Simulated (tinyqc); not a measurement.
Threshold of a short bulk MOSFET: charge sharing, barrier lowering, narrow width: two steps of the calculation.

n-channel device on a p-type body, depletion approximation, full ionisation. Uniform doping N = Na. Vbi from Boltzmann statistics is rough for the degenerate source. Cox = eps0 eox/tox.

Inputs (values chosen for the exercise); band and dielectric values close to those of silicon:

| symbol | value | unit | meaning |
|---|---|---|---|
| T | 350 | K | temperature |
| Eg | 1.13 | eV | band gap |
| eps_r | 11.5 |  | relative permittivity |
| Nc | 3.47e19 | cm^-3 | conduction-band density of states at T |
| Nv | 3.33e19 | cm^-3 | valence-band density of states at T |
| eox | 22.3 |  | relative permittivity of the gate insulator (close to hafnium oxide) |
| tox | 3.6 | nm | insulator thickness |
| Na | 3e17 | cm^-3 | channel doping |
| Nsd | 1e20 | cm^-3 | source and drain doping |
| Vfb | -0.95 | V | flat-band voltage for the doping Na |
| xj | 64 | nm | junction depth |
| Vbs | 0 | V | body-source voltage |
| Vds | 1.2 | V | drain-source voltage |
| W | 240 | nm | gate width |
| xw | 0.7854 |  | shape factor of the fringing depletion at the width edges |
| L | 130 | nm | channel length |

Constants: q = 1.602176634e-19 C, kB = 1.380649e-23 J/K, Vt = kB T/q, eps0 = 8.8541878128e-14 F/cm where lengths are in cm. Results are converted to the units shown.

Task 1. Long-channel threshold and scales. ni = sqrt(Nc Nv) exp(-Eg/(2 Vt)), Eg in volts; 2 pB = 2 Vt ln(N/ni); flat band Vfb - Vt ln(N/Na); Wd = sqrt(2 eps0 eps_r (2 pB - Vbs)/(q N)); body term q N Wd/Cox; long-channel VT0 = flat band + 2 pB + body term; Vbi = Vt ln(N Nsd/ni^2); scale length l = sqrt((eps_r/eox) tox Wd).

Find: N; 2 pB; flat band; Wd; body term; VT0; Vbi; l.

Result 1.

N = 3.0000e17 cm^-3
2 pB = 0.84467 V
flat band = -0.95000 V
Wd = 59.823 nm
body term = 0.052426 V
VT0 = -0.052901 V
Vbi = 1.0199 V
l = 10.539 nm

Task 2. Short-channel and narrow-width shifts. Charge sharing (trapezoid; it ignores Vds): F = (xj/L)(sqrt(1 + 2 Wd/xj) - 1), lowering = body term times F. Barrier lowering: th = exp(-L/(2 l)) + 2 exp(-L/l), lowering = th [2 (Vbi - 2 pB) + Vds], DIBL = th. Narrow width: rise = body term times xw Wd/W. VT by each model = VT0 - lowering + rise.

2 pB = 0.84467278 V
Wd = 59.822796 nm
body term = 0.052426065 V
VT0 = -0.052901159 V
Vbi = 1.0198804 V
l = 10.538556 nm

Find: F; lowering by charge sharing; th; lowering of the barrier; DIBL; narrow-width rise; VT, charge sharing; VT, barrier lowering.

Result 2.

F = 0.3416
lowering by charge sharing = 17.91 mV
th = 0.002105
lowering of the barrier = 3.263 mV
DIBL = 2.105 mV/V
narrow-width rise = 10.26 mV
VT, charge sharing = -0.06055 V
VT, barrier lowering = -0.04590 V

L is 12.3 scale lengths. The charge-sharing lowering is 5.49 times the barrier lowering; the first falls off as 1/L and the second exponentially. Both describe the same loss of gate control, so they are alternatives and are not added.

tinyqc, about 0.01 s, one thread, Intel Xeon 2.30GHz (shared host): `OMP_NUM_THREADS=1 python tinyqc.py 2002199 2002200 out.jsonl`
